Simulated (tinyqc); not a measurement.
Phase shift across the band: Koster-Slater impurity in a tight-binding band, by Green functions and by supercells. Computed by tinyqc, a small Python program. Command: `OMP_NUM_THREADS=1 python tinyqc.py 3005780 3005781 out.jsonl kosterslater walk`. One thread of a shared host (Intel(R) Xeon(R) Processor @ 2.30GHz), about 0.05 s of CPU time with the checks.

One orbital per site, e(k) = -2 t sum cos(k_i) over 3 direction(s), band from -6 t to 6 t, lattice constant 1. One site has the extra energy U. Spin is left out.

Inputs (values chosen for the exercise, for a model band): hopping t = 0.78 eV; impurity potential U = -5.87 eV; broadening eta = 0.12 eV.

Lattice: simple cubic.

Method:
- Outside the band G0(E) = (1/pi) int_0^pi dk (2/(pi z)) K(16 t^2/z^2), z = E + 2 t cos k, K the complete elliptic integral with parameter m; 200 Gauss-Legendre points.
- A bound state solves 1/U = G0(E).
- Bisection in ln(distance from the edge) between 1e-5 t and |U| + t. Weight on the impurity site: -1/(U^2 dG0/dE), by a central difference with step min(1e-4 t, distance/30). Decay length along an axis: 1/arccosh(1 + distance/(2 t)).
- Inside the band G0(z), z = E + i eta, comes from the chain form 1/(sqrt(y - 2t) sqrt(y + 2t)) (principal roots) at y = z + 2 t cos k + 2 t cos k', averaged over k and k' in (0, pi) with 200 Gauss-Legendre points each.
- delta/pi = -arg(1 - U G0)/pi counts the states added below E (Friedel); host DOS = -Im G0/pi, DOS on the impurity = -Im[G0/(1 - U G0)]/pi; 13 evenly spaced energies from -(band edge + |U| + 2t) to +(band edge + |U| + 2t).

distance from the band edge = 1.84961 eV

level E_b = -6.52961 eV

Across the spectrum:
```
E (eV)   Re G0 (1/eV)  host DOS (1/eV)  DOS on the impurity (1/eV)  delta/pi
-12.110      -0.08476          0.00028                     0.00112   0.00330
-10.092      -0.10299          0.00042                     0.00270   0.00627
-8.073       -0.13197          0.00072                     0.01406   0.01863
-6.055       -0.18795          0.00161                     0.13959   0.91080
-4.037       -0.32574          0.03384                     0.02771   0.80898
-2.018       -0.36753          0.11495                     0.01971   0.65908
0.000         0.00000          0.17714                     0.01518   0.40544
2.018         0.36753          0.11495                     0.00795   0.18820
4.037         0.32574          0.03384                     0.00382   0.06720
6.055         0.18795          0.00161                     0.00036   0.00450
8.073         0.13197          0.00072                     0.00023   0.00237
10.092        0.10299          0.00042                     0.00016   0.00155
12.110        0.08476          0.00028                     0.00013   0.00111
```

What does the comparison show, and why?

delta/pi starts and ends near zero (+0.003 and +0.001): the impurity moves states but creates none. delta/pi rises at the bound state below the band (-6.530 eV), reaches 0.91 among these rows (1 in the limit of small eta, just above the level) and is paid back by the top of the band.

Extremes, crossings and ranges named in words are read from the listed rows.
